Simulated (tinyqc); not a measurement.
From mass resolution at M_A back to heavy element: mass M_A: Rutherford backscattering from a thin compound film on silicon: kinematics, yields, composition and thickness. Computed by tinyqc, a small Python program. Command: `OMP_NUM_THREADS=1 python tinyqc.py 3011996 3011997 out.jsonl rbs inv`. One thread of a shared host (Intel(R) Xeon(R) Processor @ 2.30GHz), about 0.01 s of CPU time with the checks.

Singly charged helium ions (Z1 = 2, M1 = 4.0026 u) enter at the tilt angle a1 to the normal and leave at a2 = |180 - theta - tilt| in the same plane. The film is A B_x.

Inputs (values chosen for the exercise, modelled on a helium beam on NiSi):
```
quantity                    value     unit
beam energy E0                  2      MeV
scattering angle theta        160  degrees
light element: mass M_B     28.09        u
detector resolution (FWHM)     13      keV
```

Method. Kinematic factor K = [(sqrt(M^2 - M1^2 sin^2 theta) + M1 cos theta)/(M + M1)]^2. Surface edges lie at K E0; substrate silicon has M = 28.09 u. Mass resolution at M_A = resolution/(E0 dK/dM).

Task: A run gave the result below. Find the heavy element: mass M_A, known to lie between 50 and 86 u.

mass resolution at M_A = 2.194792 u

Result:

Each step takes the trial c = (a f_b - b f_a)/(f_b - f_a), f being the result less the target and a, b, c the logarithms of the listed values; c replaces end b, the old b replaces a if the sign of f changed, and otherwise f_a is halved.

Scan of the range:
```
heavy element: mass M_A (u)  mass resolution at M_A (u)
50.0                                            1.41921
54.7                                            1.65537
59.9                                            1.93828
65.6                                            2.27447
71.8                                            2.67109
78.6                                            3.14316
86.0                                            3.70091
```

False position (Illinois rule, in the logarithm of the input) inside the bracket:
```
step    end a    end b    trial  mass resolution at M_A (u)
1     59.9000  65.6000  64.2019                     2.18948
2     65.6000  64.2019  64.2883                     2.19469
3     65.6000  64.2883  64.2916                     2.19489
4     64.2883  64.2916  64.2900                     2.19479
5     64.2916  64.2900  64.2900                     2.19479
```

Mass resolution at M_A rises at every point of a 13-point scan of the range (every second point is shown), so one value fits; it is bracketed by 59.9 and 65.6. Answer: heavy element: mass M_A = 64.29 u.
